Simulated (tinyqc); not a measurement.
Range and order of the fit: effective mass of the split-off band from tabulated energies.

c = hbar^2/2m0.
Constants: hbar^2/2m0 = 3.80998211 eV angstrom^2.

Energies along [110], from the band edge downward:

| k (1/angstrom) | E (meV) |
|---|---|
| 0.000000 | 0.00000 |
| 0.006400 | 0.74040 |
| 0.012800 | 3.02980 |
| 0.019200 | 7.07860 |
| 0.025600 | 13.25070 |
| 0.032000 | 22.05320 |
| 0.038400 | 34.06080 |
| 0.044800 | 49.75030 |
| 0.051200 | 69.31990 |

reference mass (curvature of the model at k = 0.0001 1/angstrom) = 0.212382 m0

Least-squares fits of E = a k^2 (+ b k^4 + d k^6) over points 1 to n, and the line y = c k^2/E against E; errors of m against the reference.

Results:

| n | E at point n (meV) | one term (%) | two terms (%) | three terms (%) | line (%) | rms residual, one term (meV) |
|---|---|---|---|---|---|---|
| 3 | 7.1 | -5.95 | 0.07 | 0.00 | -0.14 | 0.066 |
| 4 | 13.3 | -9.86 | 0.20 | 0.02 | -0.36 | 0.205 |
| 5 | 22.1 | -14.35 | 0.28 | 0.12 | -0.78 | 0.486 |
| 6 | 34.1 | -19.09 | 0.06 | 0.43 | -1.45 | 0.959 |
| 7 | 49.8 | -23.71 | -0.93 | 1.06 | -2.39 | 1.644 |
| 8 | 69.3 | -27.90 | -3.09 | 1.98 | -3.55 | 2.508 |

What does the comparison show?

The error of the parabola goes from -5.95 to -27.90 % as the range widens, and at n = 8 its residual, 2.51 meV, is only 3.6 % of the top energy: a small residual does not vouch for the mass. Over the full range (n = 8) the best form is three terms (1.98 %); the line errs by -0.14 % at n = 3 and -3.55 % at n = 8. Without scatter, a narrower range or a second term is the cure: at n = 8 the errors are -27.90, -3.09 and +1.98 % for one, two and three terms. Three terms on three points interpolate exactly.

Computed by tinyqc, a small Python program: `OMP_NUM_THREADS=1 python tinyqc.py 1880735 1880736 out.jsonl` (the numbers bound the seed that draws the inputs); one thread of a shared host (Intel(R) Xeon(R) Processor @ 2.30GHz), about 0.01 s for the whole set of steps.
